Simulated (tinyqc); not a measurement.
From folded lines to real minibands: band folding and unfolding in a supercell of a chain.

A chain with hopping -t and n = 3 sites a supercell. H(K) has v_j on the diagonal, -t between neighbours and -t exp(2 pi i K) on the bond that closes the cell (from the last site to the first of the next cell). The point K holds the n wave vectors k_m = (K + m)/n of the primitive zone, in 2 pi/a, m = 0 to n - 1, with E0 = -2t cos(2 pi k_m). The unfolding weight of a state c on k_m is |sum_j c_j exp(-2 pi i k_m j)|^2/n, j = 0 to n - 1.

Inputs chosen for the exercise:
```
symbol  value         unit        meaning
t       0.72          eV          hopping
v       (0.72, 0, 0)  eV          site energies in the supercell
Kq      0.41          2 pi/(n a)  wave vector in the small zone
```

The potential is scaled by x. For the lowest level at K: energy, second-order estimate E0(k_0) + x V_0 - x^2 sum_m |V_m|^2/(E0(k_m) - E0(k_0)), weight on k_0, and width of the lowest miniband between K = 0 and 1/2.

Lowest level:
```
x      E (eV)  second order (eV)  weight on k_0  miniband width (eV)
0.00  -0.9409            -0.9409          1.000               0.7200
0.25  -0.8897            -0.8902          0.985               0.6632
0.50  -0.8533            -0.8579          0.948               0.6126
1.50  -0.7856            -0.9133          0.798               0.4590
2.00  -0.7714            -1.0517          0.752               0.4043
3.00  -0.7556            -1.5502          0.695               0.3236
4.00  -0.7471            -2.3441          0.662               0.2680
```

Give the missing row, x = 1.00.

Computed row:
```
x      E (eV)  second order (eV)  weight on k_0  miniband width (eV)
1.00  -0.8093            -0.8486          0.864               0.5271
```

Second order is -39.4 meV off at x = 1 and -795 meV at x = 3. The weight on the parent k falls to 0.86 at x = 1 and 0.66 at x = 4, and the miniband narrows from 0.720 to 0.268 eV as the state gathers on the low sites. While the weight stays near one the primitive band is still the right picture and the folded copies carry little spectral weight.

tinyqc: `OMP_NUM_THREADS=1 python tinyqc.py 1450701 1450702 out.jsonl`; about 0.01 s, one thread, shared Intel(R) Xeon(R) Processor @ 2.30GHz.
